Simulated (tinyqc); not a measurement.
# Resistance of a tapered via with liner, size effect and interface: effects of single changes

A round via whose diameter grows from db at the bottom as D(z) = db + 2 z/tan(ang). The fill, of diameter D - 2 tl, starts above the bottom liner (thickness fb tl) and has rho = rho0 (1 + ks lam/(D - 2 tl)); the sidewall liner conducts in parallel with it. The bottom liner and the interface are crossed over the full area pi db^2/4. Spreading in the lines above and below is left out.

Values chosen for this exercise; fill metal close to molybdenum:
```
symbol    value      unit                                                  meaning
db           11        nm                                   diameter at the bottom
hv           20        nm                                                   height
ang          88   degrees                                           sidewall angle
rho0       5.19   uohm cm                             bulk resistivity of the fill
lam        11.2        nm                               mean free path of the fill
ks          1.6                                                 size-effect factor
tl          0.3        nm                                    liner on the sidewall
fb            1                      liner at the bottom over that on the sidewall
rl          150   uohm cm                                 resistivity of the liner
ri      1.7e-12  ohm cm^2                      interface resistivity at the bottom
Sb       1.3e15     S/m^2     ballistic conductance per area, about 3/(4 rho0 lam)
rho2       5.38   uohm cm  bulk resistivity of the second fill (close to tungsten)
lam2       15.5        nm                                       its mean free path
tl2         2.1        nm                                                its liner
```

Each table varies one quantity; the others keep the values above.

## Via resistance against the diameter at the bottom

Slices between z0 = fb tl and hv, evaluated at their midpoints: conductance per length pi/4 [(D - 2 tl)^2/rho + (D^2 - (D - 2 tl)^2)/rl], slice resistance = slice height over that. 2000 slices. R_fill = sum of the slices; R_bottom = rl fb tl/(pi db^2/4); R_interface = ri/(pi db^2/4); ballistic (Sharvin) limit 1/(Sb pi (db - 2 tl)^2/4); ideal cylinder rho0 hv/(pi db^2/4).

Result of one run:
columns A: db (nm); B: R_fill (ohm); C: R_bottom (ohm); D: R_interface (ohm); E: R (ohm); F: ballistic limit (ohm); G: R over ideal cylinder; H: largest part
```
A        B       C       D       E       F       G     H
11  27.459  4.7352  1.7888  33.983  9.0552  3.1113  fill
```

What becomes of these results when the diameter at the bottom db is changed from 11 to 42 nm, all else the same?

Result of the changed run:
columns A: db (nm); B: R_fill (ohm); C: R_bottom (ohm); D: R_interface (ohm); E: R (ohm); F: ballistic limit (ohm); G: R over ideal cylinder; H: largest part
```
A        B        C        D       E        F       G     H
42  1.0455  0.32481  0.12270  1.4930  0.57143  1.9927  fill
```

The whole series:
columns A: db (nm); B: R_fill (ohm); C: R_bottom (ohm); D: R_interface (ohm); E: R (ohm); F: ballistic limit (ohm); G: R over ideal cylinder; H: largest part
```
A          B         C         D        E        F       G     H
6     136.36    15.915    6.0125   158.29   33.588  4.3116  fill
8.3   57.366    8.3170    3.1420   68.825   16.519  3.5875  fill
11    27.459    4.7352    1.7888   33.983   9.0552  3.1113  fill
16    10.568    2.2381   0.84551   13.652   4.1298  2.6443  fill
22    4.8120    1.1838   0.44721   6.4430   2.1386  2.3595  fill
30    2.2872   0.63662   0.24050   3.1643   1.1331  2.1549  fill
42    1.0455   0.32481   0.12270   1.4930  0.57143  1.9927  fill
58   0.50404   0.17032  0.064343  0.73870  0.29726  1.8803  fill
80   0.24809  0.089525  0.033820  0.37144  0.15536  1.7987  fill
```

R falls from 158 to 0.371 ohm. The fill is the largest part at db = 6 and in all other rows. R goes as db^(-2.57) between the first two rows and db^(-2.14) between the last two; area alone gives -2. For db = 42, 58, 80 the ballistic limit exceeds half of R_fill, so the diffusive model understates R.

## Via resistance against the sidewall angle

Same model as above.

2000 slices.

The same in every row: R_bottom (ohm) = 4.735; R_interface (ohm) = 1.789; ballistic limit (ohm) = 9.055.

Results:
```
ang (degrees)  R_fill (ohm)  R (ohm)  R over ideal cylinder  largest part
90                    32.41    38.94                  3.565          fill
89                    29.75    36.27                  3.321          fill
88                    27.46    33.98                  3.111          fill
87                    25.48    32.00                  2.930          fill
86                    23.74    30.27                  2.771          fill
82                    18.55    25.08                  2.296          fill
```

Estimate the missing row, ang = 84 degrees.

Computed row:
```
ang (degrees)  R_fill (ohm)  R (ohm)  R over ideal cylinder  largest part
84                    20.86    27.38                  2.507          fill
```

With this row back in the table: R falls from 38.9 to 25.1 ohm. The fill is the largest part at ang = 90 and in all other rows. The share of the two bottom terms goes from 16.8 to 26.0 %.

## Two fill metals against the diameter

2000 slices. R_fill = sum of the slices; R_bottom = rl fb tl/(pi db^2/4); R_interface = ri/(pi db^2/4). The second fill has rho2, lam2 and tl2 in place of rho0, lam and tl.

Result of one run:
```
db (nm)  R, first fill (ohm)  R, second fill (ohm)  ratio second/first
35                    2.2375                5.6091              2.5068
```

What becomes of these results when the diameter at the bottom db is changed from 35 to 70 nm, all else the same?

Result of the changed run:
```
db (nm)  R, first fill (ohm)  R, second fill (ohm)  ratio second/first
70                   0.49344                1.2400              2.5131
```

The whole series:
```
db (nm)  R, first fill (ohm)  R, second fill (ohm)  ratio second/first
8.5                   64.797                249.06              3.8436
12                    27.421                85.273              3.1098
17                    11.813                32.232              2.7284
24                    5.2676                13.518              2.5662
35                    2.2375                5.6091              2.5068
49                    1.0649                2.6629              2.5007
70                   0.49344                1.2400              2.5131
100                  0.23202               0.58730              2.5312
```

The ratio goes from 3.84 to 2.53. The first fill gives the lower R in every row.

tinyqc, about 0.01 s, one thread, Intel Xeon 2.30GHz (shared host): `OMP_NUM_THREADS=1 python tinyqc.py 2750209 2750210 out.jsonl`
